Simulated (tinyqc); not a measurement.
Two branches across an indirect gap: complex band structure along [001] in sp3s* tight binding.

For k = (0, 0, kz) the phase sums are g0 = cos(phi) and g3 = i sin(phi), phi = kz a/4, and the s, pz, s* orbitals of anion (a) and cation (c) decouple from px, py. With z = exp(i phi), H(z) = H0 + z T + T^T/z for any complex z. H0 is diagonal (Esa, Epa, Exa, Esc, Epc, Exc). The anion-cation block is B(z) = z U + W/z and the cation-anion block z W^T + U^T/z, where U has Vss/2 (s,s), Vsapc/2 (s,z), -Vscpa/2 (z,s), Vxx/2 (z,z), Vxapc/2 (s*,z), -Vpaxc/2 (z,s*), and W has the same values with the s-z and s*-z signs reversed. |z| = 1 is a band state, |z| < 1 decays along [001] as exp(-kappa d) over a distance d, kappa = -(4/a) ln|z|. No spin-orbit coupling.

Values chosen for the exercise (out of a larger set: near a published set for AlAs, fitted to gaps, whose masses and valley positions are rough (light masses up to twice too heavy); not measured data): p = (-7.52, 0.985, -1.16, 3.578, 7.466, 6.724, -6.679, 1.879, 4.287, 5.099, 5.488, 4.518, 4.982) eV (order Esa, Epa, Esc, Epc, Exa, Exc, Vss, Vxx, Vxy, Vsapc, Vscpa, Vxapc, Vpaxc); a = 5.667 angstrom (lattice constant); Eg = 2.26 eV (top of the energy range, the indirect gap).

Ev = -0.00138 eV

The smallest kappa with Re kz = 0 and the smallest with Re kz > 0, at energies E from Ev; a dash: no such root.

Decay constants:

| E/Eg | E (eV) | kappa at Gamma (1/angstrom) | kappa off Gamma (1/angstrom) | its Re kz (2 pi/a) |
|---|---|---|---|---|
| 0.05 | 0.1130 | 0.0671 | 0.6652 | 0.752 |
| 0.20 | 0.4520 | 0.1280 | 0.6214 | 0.759 |
| 0.35 | 0.7910 | 0.1605 | 0.5712 | 0.766 |
| 0.50 | 1.1300 | 0.1803 | 0.5124 | 0.774 |
| 0.65 | 1.4690 | 0.1911 | 0.4405 | 0.784 |
| 0.80 | 1.8080 | 0.1936 | 0.3460 | 0.796 |
| 0.90 | 2.0340 | 0.1903 | 0.2556 | 0.808 |
| 0.97 | 2.1922 | 0.1852 | 0.1501 | 0.824 |

What can be read from this table?

The branch from the valence band at Gamma decays more slowly below E/Eg of about 0.95, and the branch from the conduction valley above. The two differ in Re kz, so passing from one to the other needs kz from an abrupt interface, a steep field, a phonon or a defect. Valleys off the [001] axis, such as L, are not seen on these branches.

Program tinyqc; command `OMP_NUM_THREADS=1 python tinyqc.py 1481874 1481875 out.jsonl`; about 0.01 s on one thread of a shared Intel(R) Xeon(R) Processor @ 2.30GHz.
